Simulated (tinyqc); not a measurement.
Deep trap from a strong local potential in a two-band host (Koster-Slater model with semi-elliptic bands): one step, computed by the program tinyqc.

The valence band spans -2 W_v to 0 and the conduction band E_g to E_g + 2 W_c. The orbital at the impurity site has weight f_v in the valence band and 1 - f_v in the conduction band, each spread as a semi-ellipse (2/(pi W^2)) sqrt(W^2 - x^2) about the band centre. The impurity adds U to this orbital. Spin is left out.

Task: The same problem as a small matrix. Each band is replaced by n levels e_k = centre + W cos(k pi/(n + 1)) with weights w_k = f (2/(n + 1)) sin^2(k pi/(n + 1)), k = 1..n (valence first); H_kl = e_k delta_kl + U sqrt(w_k w_l).

Inputs (values chosen for the exercise, with a gap close to that of CdS):

| quantity | value | unit |
|---|---|---|
| gap E_g | 2.52 | eV |
| half-width of the valence band W_v | 2.3 | eV |
| half-width of the conduction band W_c | 5 | eV |
| valence weight f_v of the site orbital | 0.56 | - |
| impurity potential U | 24.8 | eV |
| levels per band n | 2 | - |

Impurity: repulsive, acceptor-like.

Give: host levels e_k; weights w_k; H.

Result:

host levels e_k (eV): -1.15  -3.45  10.02  5.02

weights w_k: 0.28  0.28  0.22  0.22

H (eV):
```
      1     2      3      4
1  5.79  6.94   6.16   6.16
2  6.94  3.49   6.16   6.16
3  6.16  6.16  15.48   5.46
4  6.16  6.16   5.46  10.48
```
